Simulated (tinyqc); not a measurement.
Compensation sets the slope of the freeze-out: donors with valley-orbit split 1s states.

Each donor binds at most one electron, in any of its states. For a site s, W_s = sum over its states of g exp(E/kT), and the ionised share is 1/(1 + W_s exp(eta)), eta = (EF - Ec)/kT; n = Nc F_1/2(eta); neutrality n + NA = ND x (mean ionised share); holes are neglected. Nc from N = 2 (m kB T/(4 pi c))^(3/2) with c = hbar^2/2m0, in 1/angstrom^3; times 1e24 for 1/cm^3, m = md. F_j(eta) = (1/Gamma(j + 1)) integral_0^infinity x^j dx/(1 + exp(x - eta)), which tends to exp(eta) for eta << 0.

Constants: hbar^2/2m0 = 3.80998211 eV angstrom^2; kB = 8.617333262e-05 eV/K.

Inputs chosen for the exercise (near those of As in Si; the results hold for these values, not for the real material): md = 1.075 m0 (density-of-states mass of the conduction band); E = (53.3, 32.1, 31) meV (binding energies of 1s(A1), 1s(T2), 1s(E)); g = (2, 6, 4) (their degeneracies with spin); ND = 5.6e+17 1/cm^3 (donors).

NA = K ND. The slope energy is -d ln(n T^(-p))/d(1/kT) between 30 and 36 K, with p = 3/4 for K = 0 and p = 3/2 otherwise.

Results:

| K | n(30 K) (1/cm^3) | n(36 K) (1/cm^3) | slope energy (meV) |
|---|---|---|---|
| 0 | 1.66e+13 | 1.06e+14 | 26.62 |
| 0.0010 | 4.90e+11 | 1.93e+13 | 52.73 |
| 0.010 | 4.86e+10 | 1.98e+12 | 53.24 |
| 0.050 | 9.33e+09 | 3.80e+11 | 53.24 |
| 0.20 | 1.96e+09 | 7.99e+10 | 53.24 |
| 0.50 | 4.91e+08 | 2.00e+10 | 53.24 |

Without acceptors the slope is 26.62 meV, against half the ground-state energy, 26.65; with K = 0.05 it is 53.24 meV, against the full 53.3. The full energy (less a few meV where excited levels lie within a few kT) shows where n is far below NA, since the acceptors then hold EF near the donor level: n(36 K)/NA is 0.034 for K = 0.001 and 1.4e-05 for K = 0.05.

Computed by tinyqc, a small Python program: `OMP_NUM_THREADS=1 python tinyqc.py 1682410 1682411 out.jsonl` (the numbers bound the seed that draws the inputs); one thread of a shared host (Intel(R) Xeon(R) Processor @ 2.30GHz), about 0.01 s for the whole set of steps.
